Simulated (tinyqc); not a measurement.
Hole mobility in a silicon inversion layer, empirical terms and Matthiessen rule: effect of the temperature.

Inversion layer of sheet density Ns on a uniformly doped body, under a high-permittivity gate with an interlayer. The mobility terms are empirical power laws with prefactors chosen for the exercise; adding their inverses (Matthiessen) is itself an approximation.

Nc and Nv are given at 325 K and scale as (T/325 K)^1.5; Eg is fixed. ni = sqrt(Nc Nv) exp(-Eg/(2 Vt)), Eg in volts; Ndep = sqrt(2 eps0 eps_r Nb (2 Vt ln(Nb/ni) + Vsb)/q); E = q (Ndep + eta Ns)/(eps0 eps_r), in MV/cm. With t = T/(300 K): muC = Ac (Ns/1e12 cm^-2) t/(Nb/1e17 cm^-3 + Nit/1e11 cm^-2), muP = Ap E^(-1/3) t^(-1.75), muS = As E^(-gs), muR = Ar exp(2 ti/lr)/t; 1/mu is the sum of the inverses.

Parameters, values chosen for the exercise; material values close to those of silicon: band gap Eg = 1.14 eV; relative permittivity of the semiconductor eps_r = 11.8; conduction-band density of states at the reference temperature Nc = 3.17e19 cm^-3; valence-band density of states at the reference temperature Nv = 2.94e19 cm^-3; body doping Nb = 1.1e17 cm^-3; reverse body bias Vsb = 1 V; weight of the inversion charge in the effective field eta = 0.3333; phonon-limited mobility at 1 MV/cm and 300 K Ap = 138 cm^2/(V s); roughness-limited mobility at 1 MV/cm As = 458 cm^2/(V s); exponent of the roughness term gs = 1.3; Coulomb prefactor Ac = 1600 cm^2/(V s); charge at the interface Nit = 4.9e11 cm^-2; remote-phonon mobility without interlayer Ar = 250 cm^2/(V s); interlayer thickness ti = 0.4 nm; decay length of remote phonons lr = 0.8 nm; inversion density Ns = 4.8e12 cm^-2.

Constants: q = 1.602176634e-19 C, kB = 1.380649e-23 J/K, Vt = kB T/q, eps0 = 8.8541878128e-14 F/cm where lengths are in cm. Results are converted to the units shown.

Effect of the temperature:

| T (K) | E (MV/cm) | muC (cm^2/(V s)) | muP (cm^2/(V s)) | muS (cm^2/(V s)) | muR (cm^2/(V s)) | mu (cm^2/(V s)) |
|---|---|---|---|---|---|---|
| 120 | 0.5086 | 512.0 | 859.3 | 1103 | 1699 | 216.8 |
| 160 | 0.5060 | 682.7 | 520.3 | 1110 | 1274 | 197.2 |
| 200 | 0.5032 | 853.3 | 352.7 | 1118 | 1019 | 170.0 |
| 250 | 0.4995 | 1067 | 239.3 | 1129 | 815.5 | 138.3 |
| 300 | 0.4955 | 1280 | 174.4 | 1141 | 679.6 | 112.8 |
| 350 | 0.4913 | 1493 | 133.5 | 1154 | 582.5 | 93.09 |
| 400 | 0.4870 | 1707 | 106.0 | 1167 | 509.7 | 77.90 |
| 450 | 0.4824 | 1920 | 86.55 | 1182 | 453.0 | 66.10 |

As T goes from 120 to 450 K, E falls from 0.509 to 0.482 MV/cm and mu falls from 217 to 66.1 cm^2/(V s). The smallest term is the Coulomb one in the first row and the phonon one in the last. For T = 120 to 160 K dopant freeze-out and degenerate screening, left out here, matter.

tinyqc, about 0.01 s, one thread, Intel Xeon 2.30GHz (shared host): `OMP_NUM_THREADS=1 python tinyqc.py 2510113 2510114 out.jsonl`
